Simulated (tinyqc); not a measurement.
# Scale length and length offset from two DIBL values

Problem. DIBL = exp(-Le/(2 l)) + 2 exp(-Le/l) with Le = L - dL. Find l, dL and the drawn length for a DIBL of 100 mV/V.

DIBL at drawn lengths 70 and 130 nm (mV/V): 65.132769  4.8337319

Answer. With e = exp(-Le/(2 l)), 2 e^2 + e = DIBL gives e and so Le/l at each length; Le/l is a straight line in L with slope 1/l.

l = 12.0 nm
dL = 1.80 nm
length for 100 mV/V = 60.8 nm

Computed by the program tinyqc: `OMP_NUM_THREADS=1 python tinyqc.py 2002093 2002094 out.jsonl`, one thread of a shared Intel Xeon 2.30GHz, about 0.01 s for the whole run.
